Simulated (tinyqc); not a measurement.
From results back to parameters: direct gap of a germanium-like layer under biaxial tension. Three cases, with inputs chosen for the exercise.

Problem. A (001) layer under biaxial tension e_par has ezz = -2 (C12/C11) e_par, Ec = Eg + ac tr(e), E(HH) = -P - Q and E(LH) = -P + (Q - Dso + sqrt(Dso^2 + 2 Dso Q + 9 Q^2))/2 with P = -av tr(e), Q = -b (e_par - ezz). The transition from the light-hole edge is given.

Case 1.

Values chosen (near those of Ge, gaps at low temperature; shifted at random, so the results belong to these values and not to a real crystal): Eg = 0.884 eV (gap at Gamma to the s-like level); Dso = 0.284 eV (spin-orbit splitting); ac = -8.34 eV (conduction deformation potential); av = 1.26 eV (valence hydrostatic potential); b = -2.56 eV (tetragonal shear potential); C11 = 126 GPa; C12 = 48.9 GPa.

Ec - E(LH) = 0.616789 eV

Case 2.

Values chosen (near those of Ge, gaps at low temperature; shifted at random, so the results belong to these values and not to a real crystal): Eg = 0.915 eV (gap at Gamma to the s-like level); Dso = 0.295 eV (spin-orbit splitting); ac = -8.28 eV (conduction deformation potential); av = 1.24 eV (valence hydrostatic potential); b = -2.51 eV (tetragonal shear potential); C11 = 127.8 GPa; C12 = 49.1 GPa.

Ec - E(LH) = 0.628743 eV

Case 3.

Values chosen (near those of Ge, gaps at low temperature; shifted at random, so the results belong to these values and not to a real crystal): Eg = 0.881 eV (gap at Gamma to the s-like level); Dso = 0.29 eV (spin-orbit splitting); ac = -8.35 eV (conduction deformation potential); av = 1.24 eV (valence hydrostatic potential); b = -2.6 eV (tetragonal shear potential); C11 = 128.9 GPa; C12 = 48.9 GPa.

Ec - E(LH) = 0.694867 eV

Find: e_par; Ec - E(HH).

Solution. Ec - E(LH) falls steadily with tension, so bisection between 0 and 4 % gives the only root; then Ec - E(HH) = Eg + (ac - av) tr(e) + Q.

Case 1.

e_par = 1.490 %
Ec - E(HH) = 0.7767 eV

Case 2.

e_par = 1.610 %
Ec - E(HH) = 0.7977 eV

Case 3.

e_par = 1.050 %
Ec - E(HH) = 0.8040 eV

Computed by tinyqc, one run a case: `OMP_NUM_THREADS=1 python tinyqc.py N N+1 out.jsonl` with N = 1050897, 1050903, 1050941; one thread of a shared Intel(R) Xeon(R) Processor @ 2.30GHz, about 0.01 s a run at most.
